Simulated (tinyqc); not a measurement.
Two-step dopant diffusion (predeposition and drive-in) with a constant diffusivity: one step, computed by the program tinyqc. Command: `OMP_NUM_THREADS=1 python tinyqc.py 3017230 3017231 out.jsonl dopdiff walk`. One thread of a shared host (Intel(R) Xeon(R) Processor @ 2.30GHz), about 0.07 s of CPU time with the checks.

Fick diffusion into a half space x > 0 whose background doping C_B is of the opposite type, so that a junction lies where C = C_B.

Task: Drive-in as a Gaussian. With a sealed surface and a thin source, C = Q/sqrt(pi (Dt)2) exp(-x^2/(4 (Dt)2)); x_j = 2 sqrt((Dt)2 ln(C(0)/C_B)); gradient at the junction |dC/dx| = C_B x_j/(2 (Dt)2).

Inputs (values chosen for the exercise, modelled on aluminium in silicon):
```
quantity                      value    unit
background doping C_B         6e+14  1/cm^3
predeposition temperature T1    900       C
drive-in temperature T2        1150       C
stand-by temperature            800       C
```

dose Q = 2.041818e+12 1/cm^2

drive-in budget (Dt)2 = 2.713272e-09 cm^2

Give: surface concentration C(0) (Gaussian); junction depth x_j; gradient at the junction.

Result:

surface concentration C(0) (Gaussian) = 2.212e+16 1/cm^3

junction depth x_j = 1.979 um

gradient at the junction = 2.188e+19 1/cm^4
